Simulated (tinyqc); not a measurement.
The basis set: RHF and MP2 along a ladder of basis sets, for BeH2, spin multiplicity 1. Computed by the program tinyqc with PySCF. 

Geometry (angstrom):
```
atom       x        y       z
Be    0.0000   0.0000  0.0000
H     0.0000   1.2740  0.0000
H     0.0000  -1.2740  0.0000
```

Same geometry throughout; the dipole is taken about the origin.

RHF and frozen-core MP2 in a ladder of bases:
```
basis    functions  E(RHF) (hartree)  E(MP2 corr) (hartree)  HOMO (eV)  LUMO (eV)  dipole (debye)
sto-3g           7        -15.561117              -0.021680   -11.7895     5.7216          0.0000
3-21g           13        -15.671055              -0.027706   -12.4135     2.2749          0.0000
6-31g           13        -15.757044              -0.027866   -12.3852     2.4924          0.0000
6-31g**         24        -15.764449              -0.049034   -12.3159     2.5350          0.0000
cc-pvdz         24        -15.764659              -0.050952   -12.3618     1.9551          0.0000
cc-pvtz         58        -15.769284              -0.060841   -12.4210     1.6675          0.0000
```

From cc-pVDZ to cc-pVTZ the RHF energy falls by 4.6 mhartree and the correlation energy by 9.9. If valence correlation converges as X^-3, (27 E(T) - 8 E(D))/19 gives -0.0650 hartree, a rough estimate from such small X that usually falls short; STO-3G holds about 33 % of it. Beyond STO-3G the LUMO moves by 0.9 eV and the HOMO by 0.1 eV.
